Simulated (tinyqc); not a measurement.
Worked calculation: coherent potential approximation for a binary alloy with a semi-elliptic band. Values are carried at full precision from step to step, so a last printed digit may differ when a step is redone from the rounded ones.

Site levels eA = -x d (share 1 - x) and eB = (1 - x) d (share x), so that their mean, the virtual crystal, is 0. Pure band: G0(z) = 2 (z - sqrt(z - W) sqrt(z + W))/W^2 with principal roots, density -Im G/pi per site. The medium has a self-energy S(z), G = G0(z - S), z = E + i eta. t_i = (e_i - S)/(1 - (e_i - S) G); the CPA demands <t> = (1 - x) tA + x tB = 0. Iteration: start at S = 0, set S(new) = S + <t>/(1 + <t> G), stop when |<t>| < 1e-9 eV.

Constants: hbar = 6.58211957e-16 eV s.

Inputs chosen for the exercise:
```
symbol  value  unit  meaning
W       3      eV    half width of the pure band
x       0.33         fraction of B
d       0.65   eV    eB - eA
eta     0.06   eV    broadening
E       -2.16  eV    energy
```

## First step: the average t-matrix

With S = 0 form G, tA, tB, <t> and the new S.

eA, eB (eV): -0.2145  0.4355

G = -0.46618-0.44971i 1/eV

tA, tB (eV): -0.2356-0.0253i  0.3527-0.0574i

<t> = -0.0415-0.0359i eV
S after one step = -0.0426-0.0343i eV

## The self-consistent medium

Iterate.

Iterations:
```
i             S (eV)           G (1/eV)  |<t>| (eV)
0            0.00000  -0.46618-0.44971i      0.0548
1  -0.04257-0.03425i  -0.44971-0.45224i     0.00118
2  -0.04213-0.03316i  -0.45004-0.45237i    2.44e-05
3  -0.04213-0.03318i  -0.45004-0.45237i    5.05e-07
4  -0.04213-0.03318i  -0.45004-0.45237i    1.05e-08
5  -0.04213-0.03318i  -0.45004-0.45237i    2.17e-10
```

S = -0.04213-0.03318i eV
G = -0.45004-0.45237i 1/eV

Converged at i = 5. The first step gave -0.0426-0.0343i eV.

## Densities on A and B, and the lifetime

G_i = G/(1 - (e_i - S) G); densities -Im G_i/pi; their weighted sum must be -Im G/pi. Lifetime hbar/(2 |Im S|), which has a meaning only while |Im S| is small against W. Weak-scattering value of S: x (1 - x) d^2 G.

densities (1/eV): on A 0.1688, on B 0.0936, weighted sum 0.1440, medium 0.1440

lifetime = 9.92 fs
weak-scattering S = -0.0420-0.0423i eV

An A site carries the larger density here, by a factor 1.80; the weak-scattering value is 17 % from S.

## Checks

- Weighted sum of the partial densities against the density of the medium: both 0.14399.

Program tinyqc; command `OMP_NUM_THREADS=1 python tinyqc.py 1480117 1480118 out.jsonl`; about 0.01 s on one thread of a shared Intel(R) Xeon(R) Processor @ 2.30GHz.
